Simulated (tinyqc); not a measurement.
# Square-lattice Ising model by mean field, Bethe lattice, transfer matrix, exact enumeration and Monte Carlo steps, step by step

A worked calculation. Computed by tinyqc, a small Python program that keeps every step. Command: `OMP_NUM_THREADS=1 python tinyqc.py 3018174 3018175 out.jsonl ising walk`. One thread of a shared host (Intel(R) Xeon(R) Processor @ 2.30GHz), about 0.3 s of CPU time with the checks. Intermediate numbers are printed to about 6 digits and carried at full precision; extremes and crossings named in words are read from the listed rows.

H = -J sum over nearest pairs s_i s_j, s = +-1, no field, periodic boundaries; energies per site are in J. As a lattice gas or an alloy, s marks which species holds the site.

Inputs (values chosen for the exercise, for a model lattice):

| quantity | value | unit |
|---|---|---|
| coupling J | 30 | meV |
| temperature T | 1600 | K |
| strip width w | 3 | - |
| factor on the grid 1.5, 1.85, 2.1, 2.45, 2.65, 3.1, 3.6, 4.4 of k_B T/J | 0.984 | - |

Enumerated cell: 3 x 6. Monte Carlo rule: heat bath.

Constants: k_B = 8.617333262e-05 eV/K.

## Reduced coupling

K = J/(k_B T). Onsager: k_B T_c/J = 2/ln(1 + sqrt 2); mean field: 4; Bethe lattice with z = 4: 2/ln 2.

K = 0.217585

critical temperatures (K): exact 789.98, Bethe 1004.51, mean field 1392.54

T lies above all three.

## Three theories of the infinite lattice

K = J/(k_B T). Mean field: m = tanh(4 K m), u = -2 m^2. Bethe: cavity field h = 3 artanh(tanh K tanh h), m = tanh(4h/3), u = -2 (tanh K + tanh^2 h)/(1 + tanh K tanh^2 h). Exact: m = [1 - sinh(2K)^(-4)]^(1/8) below T_c; u = -coth(2K) [1 + (2/pi)(2 tanh^2(2K) - 1) K1(k)], k = 2 sinh(2K)/cosh^2(2K), K1 the complete elliptic integral of the first kind. The largest root is taken.

m, mean field = 0

u, mean field = 0

cavity field h = 0

m, Bethe = 0

u, Bethe = -0.428430

m, exact = 0

u, exact = -0.471952

Against the exact energy mean field misses by +0.472 J and Bethe by +0.044 J. Mean field has no short-range order, so its energy is zero above its T_c.

## Transfer matrix

Strip of w sites, periodic across (for w = 2 the pair is joined by two bonds): T(s, s') = exp(K [sum_i s_i s'_i + (r(s) + r(s'))/2]), r(s) = sum_i s_i s_(i+1).

T:
```
         +++      ++-      +-+      +--      -++      -+-      --+      ---
+++  3.68956  1.54522  1.54522  1.00000  1.54522  1.00000  1.00000  1.00000
++-  1.54522  1.54522  0.64716  1.00000  0.64716  1.00000  0.41881  1.00000
+-+  1.54522  0.64716  1.54522  1.00000  0.64716  0.41881  1.00000  1.00000
+--  1.00000  1.00000  1.00000  1.54522  0.41881  0.64716  0.64716  1.54522
-++  1.54522  0.64716  0.64716  0.41881  1.54522  1.00000  1.00000  1.00000
-+-  1.00000  1.00000  0.41881  0.64716  1.00000  1.54522  0.64716  1.54522
--+  1.00000  0.41881  1.00000  0.64716  1.00000  0.64716  1.54522  1.54522
---  1.00000  1.00000  1.00000  1.54522  1.00000  1.54522  1.54522  3.68956
```

## Free energy and correlation length of the strip

With the eigenvalues l1 > l2: -f/(k_B T) = ln(l1)/w per site; xi = 1/ln(l1/l2) rows.

three largest eigenvalues: 9.39158  3.03119  1.47926

-f/(k_B T) = 0.746604

correlation length xi = 0.884285

xi/w = 0.295; for wide strips at T_c this ratio tends to 4/pi = 1.273, and T lies above T_c, where xi tends to a constant.

## Exact averages on the small cell

States of the 3 x 6 cell:

| E (J) | \|M\| | count |
|---|---|---|
| -36 | 18 | 2 |
| -28 | 16 | 36 |
| -24 | 0 | 6 |
| -24 | 6 | 12 |
| -24 | 12 | 12 |
| -24 | 14 | 72 |
| -20 | 2 | 72 |
| -20 | 4 | 72 |
| -20 | 8 | 72 |
| -20 | 10 | 108 |
| -20 | 12 | 180 |
| -20 | 14 | 234 |
| -16 | 0 | 180 |
| -16 | 2 | 216 |
| -16 | 4 | 252 |
| -16 | 6 | 396 |
| -16 | 8 | 324 |
| -16 | 10 | 504 |
| -16 | 12 | 756 |
| -12 | 0 | 624 |
| -12 | 2 | 1296 |
| -12 | 4 | 1116 |
| -12 | 6 | 1392 |
| -12 | 8 | 1944 |
| -12 | 10 | 2124 |
| -12 | 12 | 684 |
| -8 | 0 | 2178 |
| -8 | 2 | 4716 |
| -8 | 4 | 5760 |
| -8 | 6 | 5580 |
| -8 | 8 | 5040 |
| -8 | 10 | 2448 |
| -4 | 0 | 7704 |
| -4 | 2 | 15030 |
| -4 | 4 | 13248 |
| -4 | 6 | 11520 |
| -4 | 8 | 6192 |
| -4 | 10 | 936 |
| 0 | 0 | 13436 |
| 0 | 2 | 25020 |
| 0 | 4 | 20376 |
| 0 | 6 | 11004 |
| 0 | 8 | 2988 |
| 4 | 0 | 13068 |
| 4 | 2 | 23148 |
| 4 | 4 | 14328 |
| 4 | 6 | 5724 |
| 4 | 8 | 576 |
| 8 | 0 | 7650 |
| 8 | 2 | 12492 |
| 8 | 4 | 6804 |
| 8 | 6 | 1368 |
| 12 | 0 | 3120 |
| 12 | 2 | 4734 |
| 12 | 4 | 1476 |
| 12 | 6 | 132 |
| 16 | 0 | 576 |
| 16 | 2 | 684 |
| 16 | 4 | 216 |
| 20 | 0 | 72 |
| 20 | 2 | 108 |
| 24 | 0 | 6 |

Weights count x exp(-K E); N = 18; u = <E>/N, c = K^2 (<E^2> - <E>^2)/N in k_B, Binder U = 1 - <M^4>/(3 <M^2>^2).

ln Z / N = 0.746669

u, cell = -0.537305

heat capacity c, cell = 0.155881

<|m|>, cell = 0.338702

Binder cumulant U = 0.202613

The cell energy lies -0.065 J from the infinite lattice: periodic images add correlation. <|m|> stays finite although the infinite lattice has m = 0.

## The methods across T_c

The grid values of k_B T/J times the given factor are rounded to 3 figures before use.

Order and energy:

| k_B T/J | T (K) | m mean field | m Bethe | m exact | <\|m\|> cell | u Bethe | u exact | u cell | U cell |
|---|---|---|---|---|---|---|---|---|---|
| 1.48 | 515.24 | 0.990591 | 0.987946 | 0.987619 | 0.983121 | -1.95552 | -1.95495 | -1.94985 | 0.662836 |
| 1.82 | 633.61 | 0.972557 | 0.958378 | 0.953643 | 0.932858 | -1.85734 | -1.85030 | -1.82873 | 0.647795 |
| 2.07 | 720.64 | 0.950474 | 0.913126 | 0.883955 | 0.861428 | -1.72388 | -1.68968 | -1.67302 | 0.621719 |
| 2.41 | 839.01 | 0.905745 | 0.789405 | 0.000000 | 0.733911 | -1.42332 | -1.19292 | -1.40829 | 0.561756 |
| 2.61 | 908.63 | 0.870098 | 0.649405 | 0.000000 | 0.659483 | -1.16206 | -1.02131 | -1.25554 | 0.516959 |
| 3.05 | 1061.81 | 0.760478 | 0.000000 | 0.000000 | 0.528796 | -0.63321 | -0.79779 | -0.98239 | 0.414722 |
| 3.54 | 1232.40 | 0.559802 | 0.000000 | 0.000000 | 0.436638 | -0.55041 | -0.65037 | -0.77856 | 0.320525 |
| 4.33 | 1507.43 | 0.000000 | 0.000000 | 0.000000 | 0.355831 | -0.45385 | -0.50632 | -0.58238 | 0.223976 |

At k_B T/J = 1.48 all values of m agree within 0.008. At 2.41 the exact m is 0 while Bethe gives 0.79, mean field 0.91 and the cell 0.73: neglect of fluctuations raises T_c, and a finite cell rounds the transition. U falls from 0.663 (2/3 when ordered) to 0.224 (0 for a large disordered system).

## heat bath steps

start configuration, 5 x 5, rows and columns numbered from 1:
```
    1   2   3   4   5
1  -1  -1  -1   1   1
2   1   1   1   1   1
3   1   1  -1   1  -1
4   1   1   1   1   1
5   1   1   1  -1   1
```

Random draws:

| step | row | column | u |
|---|---|---|---|
| 1 | 1 | 2 | 0.7328 |
| 2 | 5 | 3 | 0.1379 |
| 3 | 3 | 1 | 0.9125 |
| 4 | 5 | 5 | 0.8380 |
| 5 | 5 | 2 | 0.7398 |
| 6 | 1 | 3 | 0.3197 |
| 7 | 3 | 1 | 0.7048 |
| 8 | 4 | 2 | 0.9617 |
| 9 | 1 | 1 | 0.2636 |
| 10 | 2 | 1 | 0.3267 |
| 11 | 2 | 5 | 0.4928 |
| 12 | 4 | 3 | 0.7671 |
| 13 | 2 | 4 | 0.1135 |
| 14 | 1 | 4 | 0.0975 |

h is the sum of the four neighbours. Set s = +1 if u < p = 1/(1 + exp(-2 K h)), else -1.

Steps:

| step | s before | h | p | s after |
|---|---|---|---|---|
| 1 | -1 | 0 | 0.500000 | -1 |
| 2 | 1 | 0 | 0.500000 | 1 |
| 3 | 1 | 2 | 0.704816 | -1 |
| 4 | 1 | 2 | 0.704816 | -1 |
| 5 | 1 | 2 | 0.704816 | -1 |
| 6 | -1 | 2 | 0.704816 | 1 |
| 7 | -1 | 2 | 0.704816 | 1 |
| 8 | 1 | 2 | 0.704816 | -1 |
| 9 | -1 | 2 | 0.704816 | 1 |
| 10 | 1 | 4 | 0.850773 | 1 |
| 11 | 1 | 2 | 0.704816 | 1 |
| 12 | 1 | 0 | 0.500000 | -1 |
| 13 | 1 | 4 | 0.850773 | 1 |
| 14 | 1 | 2 | 0.704816 | 1 |

configuration after the steps:
```
   1   2   3   4   5
1  1  -1   1   1   1
2  1   1   1   1   1
3  1   1  -1   1  -1
4  1  -1  -1   1   1
5  1  -1   1  -1  -1
```

8 of the 14 steps changed a spin; the sum of spins went from 13 to 9.

Checks made by the program: ln Z of the cell against the trace of a power of the transfer matrix (relative difference below 1e-10).
